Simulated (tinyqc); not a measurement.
Comparisons within one model: deformation potentials from a strained empirical pseudopotential. A value that a table varies takes the place of the one given here.

Diamond lattice, no spin-orbit coupling. Atomic form factor V(q) = a1 (q^2 - a2)/(a3 exp(a4 q^2) - 1) in rydberg with q in 1/bohr, for the unstrained cell. Under a strain e the reciprocal vectors and k go over into (1 + e)^(-1) G, the atoms sit at +/- tau with tau = (1 + e) a (1,1,1)/8 - zeta a (eyz, ezx, exy)/4, and H(G,G') = c |k + G|^2 delta + (V(q)/det(1 + e)) cos(q.tau), q = G - G', with the term q = 0 left out; c = hbar^2/2m0. The basis is fixed before straining: all G with |k + G|^2 up to 16 (2 pi/a)^2. k is given in units of 2 pi/a of the unstrained cell.

Constants: hbar^2/2m0 = 3.80998211 eV angstrom^2; Ry = 13.60569312 eV; a0 (Bohr radius) = 0.5291772105 angstrom.

Values chosen for the exercise (near those of Si; the results hold for these values, not for the real material): a = 5.435 angstrom (lattice constant); A = (0.542, 2.181, 2.047, 0.482) (a1 (Ry bohr^2), a2 (1/bohr^2), a3, a4 (bohr^2)); h = 0.004 (size of the test strain); kD = 0.82 2 pi/a (position of the Delta minimum); a1 = 0.542; a2 = 2.181; a3 = 2.047; a4 = 0.482.

## The internal displacement

Xu of L (level 5, the lowest empty one) and d from exy = eyz = ezx = h for several zeta: Xu = [E(L [111]) - E(L [1-1-1])]/((8/3) h), d = (single valence level - pair)/(3 sqrt(3) h). zeta = 0 strains the bonds with the lattice; zeta = 1 keeps all four bond lengths equal to first order.

Results:

| zeta | Xu (L) (eV) | d (eV) |
|---|---|---|
| 0.00 | 10.94 | 1.05 |
| 0.25 | 11.32 | -1.33 |
| 0.50 | 11.73 | -3.72 |
| 0.60 | 11.89 | -4.67 |
| 0.75 | 12.15 | -6.09 |
| 1.00 | 12.58 | -8.47 |

From zeta = 0 to 1, d goes from 1.05 to -8.47 eV and Xu (L) from 10.94 to 12.58 eV, both nearly linearly: the displacement is an optical-phonon mode, and d = d(0) - zeta d0/4 gives its deformation potential d0 = 38 eV. Leaving the relaxation out (zeta = 0 for 0.5) moves d by +4.77 eV, which reverses its sign, and Xu (L) by -0.79 eV. Tetragonal strain has no such freedom.

## Size of the test strain

e = diag(-h/2, -h/2, h). Xu = [E(Delta z) - E(Delta x)]/(1.5 h) at fixed kD, b = [E(Z) - E(X, Y)]/(4.5 h); one-sided from +h alone, central from +h and -h.

Results (eV):

| h | Xu one-sided | Xu central | b one-sided | b central |
|---|---|---|---|---|
| 0.0010 | 7.958 | 7.963 | -3.326 | -3.323 |
| 0.0025 | 7.951 | 7.963 | -3.332 | -3.323 |
| 0.0050 | 7.939 | 7.964 | -3.342 | -3.323 |
| 0.0100 | 7.915 | 7.965 | -3.362 | -3.323 |
| 0.0200 | 7.868 | 7.969 | -3.403 | -3.323 |
| 0.0300 | 7.824 | 7.976 | -3.443 | -3.324 |

From h = 0.001 to 0.03 the one-sided Xu drifts by -0.134 eV and the central one by +0.012 eV; for b the drifts are -0.117 and -0.002 eV. The central difference cancels the term of second order in the strain, so its error goes as h^2. At h = 0.02 the linear law errs by 1.2 % for the valley splitting and 2.4 % for the valence splitting.

## What each parameter of the potential does

Gaps from the valence top to level 8 at Gamma and level 5 at (kD,0,0) and L, and their deformation potentials [E(+h) - E(-h)]/(3 ln((1 + h)/(1 - h))) for e = +/- h 1, h = 0.002. The row for the lattice constant keeps V(q) without the volume factor, so it is not a strain. Each row changes one parameter from the base and keeps the others.

Results:

| case | Gamma (eV) | Delta (eV) | L (eV) | potential Gamma (eV) | potential Delta (eV) | potential L (eV) |
|---|---|---|---|---|---|---|
| base | 4.322 | 1.328 | 2.193 | -9.12 | 2.55 | -2.03 |
| a = 5.381 angstrom | 4.447 | 1.028 | 2.089 | -8.82 | 2.86 | -1.84 |
| a1 = 0.547 | 4.366 | 1.396 | 2.243 | -9.20 | 2.54 | -2.04 |
| a2 = 2.203 | 4.204 | 1.404 | 2.191 | -9.20 | 2.49 | -2.07 |
| a3 = 2.067 | 4.274 | 1.235 | 2.128 | -9.03 | 2.55 | -2.02 |
| a4 = 0.487 | 4.226 | 1.239 | 2.115 | -8.95 | 2.63 | -1.95 |

The largest shifts from the base row, up to three for each result and ties (the steps differ in size, so this ranks the rows, not the parameters). Gamma (eV): a +0.125, a2 -0.118, a4 -0.096. Delta (eV): a -0.300, a3 -0.093, a4 -0.089. L (eV): a -0.104, a4 -0.078, a3 -0.065. potential Gamma (eV): a +0.31, a4 +0.17, a3 +0.09. potential Delta (eV): a +0.31, a4 +0.08, a2 -0.06; unchanged at the printed digits by a3. potential L (eV): a +0.18, a4 +0.08, a2 -0.04.

tinyqc: `OMP_NUM_THREADS=1 python tinyqc.py 1880647 1880648 out.jsonl`; about 0.2 s, one thread, shared Intel(R) Xeon(R) Processor @ 2.30GHz.
